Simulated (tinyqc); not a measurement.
Inside a calculation. Model: fully depleted semiconductor-on-insulator film with two gates, non-linear Poisson equation by Newton steps.

Program tinyqc, `OMP_NUM_THREADS=1 python tinyqc.py 2190116 2190117 out.jsonl`; Intel Xeon 2.30GHz, shared host, one thread, about 0.6 s. Printed values are rounded.

One dimension across the film, front interface at x = 0, back interface at x = ts. psi is counted from the intrinsic level, n = ni exp(psi/Vt) (source grounded), holes neglected, acceptors ionised. Gates act through Cox = eps0 eox/tox and Cbox = 3.9 eps0/tb with potentials G1 = Vg - (phiM - chi - Vt ln(Nc/ni)) and G2 = Vb - (phiB - chi - Vt ln(Nc/ni)). Classical Boltzmann densities, no interface charge, no depletion in the back plane.

Inputs (values chosen for the exercise); band and dielectric values close to those of In0.53Ga0.47As: temperature T = 300 K; band gap Eg = 0.747 eV; relative permittivity eps_r = 13.9; conduction-band density of states at T Nc = 2.1e17 cm^-3; valence-band density of states at T Nv = 7.67e18 cm^-3; electron affinity chi = 4.59 eV; relative permittivity of the gate insulator (close to silicon dioxide) eox = 3.9; insulator thickness tox = 2.1 nm; film thickness ts = 5 nm; buried-oxide thickness (eps_r 3.9) tb = 69 nm; acceptor density of the film Na = 1e15 cm^-3; work function of the front gate phiM = 5.29 eV; work function of the back plane phiB = 4.64 eV; back-gate voltage Vb = 0 V; front-gate voltage Vg = 0.48 V.

Constants: q = 1.602176634e-19 C, kB = 1.380649e-23 J/K, Vt = kB T/q, eps0 = 8.8541878128e-14 F/cm where lengths are in cm. Results are converted to the units shown.

Range of the model: In so thin a film or at such density quantum confinement moves the charge away from the interfaces and raises the threshold.

## Capacitances and gate potentials

ni = sqrt(Nc Nv) exp(-Eg/(2 Vt)), Eg in volts; Cox, Cbox, G1, G2 as defined; Cs = eps0 eps_r/ts; a = eps0 eps_r/h with h = ts/11; coupling ratio of a depleted film Cs Cbox/(Cox (Cs + Cbox)).

ni = 6.745024e11 cm^-3
Cox = 1.644349 uF/cm^2
Cbox = 0.05004541 uF/cm^2
Cs = 2.461464 uF/cm^2
a = 27.07611 uF/cm^2
G1 = 0.1069927 V
G2 = 0.2769927 V
coupling ratio = 0.02982833

## Iteration 1: density, residual and Jacobian diagonal

psi at the start, node 0 to 11 (V): 0.2  0.2  0.2  0.2  0.2  0.2  0.2  0.2  0.2  0.2  0.2  0.2

Nodes 0 to 11, h = ts/11, box widths w = h (h/2 at both ends), a = eps0 eps_r/h. F_i = a (psi_(i+1) - 2 psi_i + psi_(i-1)) - q w_i (n_i + Na); F_0 = a (psi_1 - psi_0) + Cox (G1 - psi_0) - q w_0 (n_0 + Na); F_11 = a (psi_10 - psi_11) + Cbox (G2 - psi_11) - q w_11 (n_11 + Na). Diagonal b_i = -2 a - q w_i n_i/Vt, with -a - Cox and -a - Cbox in place of -2 a at the ends.

```
node    n (cm^-3)  residual F (C/cm^2)  diagonal b (F/cm^2)
0     1.544670e15         -1.529457e-7         -2.872067e-5
1     1.544670e15        -1.853186e-11         -5.415265e-5
2     1.544670e15        -1.853186e-11         -5.415265e-5
3     1.544670e15        -1.853186e-11         -5.415265e-5
4     1.544670e15        -1.853186e-11         -5.415265e-5
5     1.544670e15        -1.853186e-11         -5.415265e-5
6     1.544670e15        -1.853186e-11         -5.415265e-5
7     1.544670e15        -1.853186e-11         -5.415265e-5
8     1.544670e15        -1.853186e-11         -5.415265e-5
9     1.544670e15        -1.853186e-11         -5.415265e-5
10    1.544670e15        -1.853186e-11         -5.415265e-5
11    1.544670e15          3.843866e-9         -2.712637e-5
```

## Iteration 1: Newton step

Solve a d_(i-1) + b_i d_i + a d_(i+1) = -F_i for all nodes. Each component d is damped to sign(d) Vt ln(1 + |d|/Vt) before it is added.

```
node  Newton step d, before damping (V)  psi after iteration 1 (V)
0                           -0.08796103                  0.1616830
1                           -0.08765493                  0.1617526
2                           -0.08734956                  0.1618222
3                           -0.08704491                  0.1618919
4                           -0.08674097                  0.1619616
5                           -0.08643774                  0.1620313
6                           -0.08613521                  0.1621011
7                           -0.08583339                  0.1621708
8                           -0.08553226                  0.1622406
9                           -0.08523182                  0.1623104
10                          -0.08493206                  0.1623803
11                          -0.08463299                  0.1624502
```

## Course of the Newton iteration

Stop when the largest undamped |d| is below 1e-9 V, or after 80 iterations.

Course of the iteration:
```
iteration  largest |F| (C/cm^2)  largest |d| (V)
1                       1.53e-7           0.0880
2                       8.80e-8           0.0498
3                       4.03e-8           0.0221
4                       1.19e-8          6.11e-3
5                       1.38e-9          6.25e-4
6                      2.05e-11          7.44e-6
7                      4.08e-15          1.07e-9
8                       < 1e-19          < 1e-14
```

Converged in 8 iterations.

## Electron sheet density, centroid and oxide fields

converged psi, node 0 to 11 (V): 0.1118673  0.1121634  0.1124599  0.1127566  0.1130537  0.1133510  0.1136486  0.1139465  0.1142446  0.1145431  0.1148418  0.1151408

n_i = ni exp(psi_i/Vt); N_inv = sum w_i n_i with w = ts/11, halved at the ends; centroid sum w n x/N_inv; fields (G1 - psi_0)/tox and (G2 - psi_11)/tb.

n, node 0 to 11 (cm^-3): 5.108236e13  5.167095e13  5.226690e13  5.287030e13  5.348126e13  5.409987e13  5.472623e13  5.536045e13  5.600264e13  5.665290e13  5.731133e13  5.797806e13
N_inv = 2.722605e7 cm^-2
centroid = 2.553621 nm
field in the front oxide = -0.02321218 MV/cm
field in the buried oxide = 0.02345680 MV/cm

The centroid lies at 0.51 of the film, so the electrons fill the film, with n at the back 1.13 times that at the front. A 400-interval mesh gives N_inv = 2.723e7 cm^-2; this mesh is within 0.01 % of it.
